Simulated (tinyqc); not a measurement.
Nudged elastic band on a two-dimensional model surface. Changing the step factor eta. Computed by tinyqc, a small Python program. Command: `OMP_NUM_THREADS=1 python tinyqc.py 3019448 3019449 out.jsonl neb sweep`. One thread of a shared host (Intel(R) Xeon(R) Processor @ 2.30GHz), about 0.08 s of CPU time with the checks.

V(x, y) = -A (cos kx + cos ky) - B cos kx cos ky + (C sin ky + S sin kx)(1 - cos kx), k = 2 pi/a; the atom hops from the minimum at (0, 0) to that at (a, 0).

Inputs (values chosen for the exercise, for a model surface):
```
quantity,value,unit
amplitude A,0.16,eV
amplitude B,-0.026,eV
skew C,0.026,eV
asymmetry S,-0.011,eV
period a,2.7,angstrom
movable images n,3,-
spring constant k_s,0.35,eV/angstrom^2
iteration cap,600,-
```

Surface: adatom on a square lattice. Climbing image: off.

Method:
- Newton steps x(new) = x - H^-1 grad V (moves limited to 0.3 angstrom) from (0, 0), (a, 0) and (a/2, 0) give the two minima and the saddle.
- Tangent at image i: towards the higher neighbour if the energies rise or fall through i; at a maximum or minimum, tau = t+ dmax + t- dmin if V(i+1) > V(i-1), else t+ dmin + t- dmax, with t+ = R(i+1) - R(i), t- = R(i) - R(i-1) and dmax, dmin the larger and smaller of |V(i+1) - V(i)| and |V(i-1) - V(i)|; then normalise. Force F = -grad V + (grad V.tau) tau + k_s (|t+| - |t-|) tau.
- Update R(new) = R + eta F; the end points stay fixed.
- Start on the straight line; stop when the largest force is below 1e-4 or above 1e6 eV/angstrom.

One run for each value:
```
step factor eta (angstrom^2/eV),iterations,energy of the highest image (eV)
0.14,49,0.26087
0.19,35,0.26087
0.26,25,0.26087
0.35,18,0.26087
0.48,12,0.26087
0.65,8,0.26087
0.89,6,0.26087
1.20,19,0.26087
```

Over the rows, iterations goes from 49.0 through a minimum among these rows, 6.00 at 0.890, to 19.0. While the steps are short the count falls about as 1/eta; the converged energy does not depend on eta. Left out: 1.70 (the iteration did not converge within its cap).

Extremes, crossings and ranges named in words are read from the listed rows.
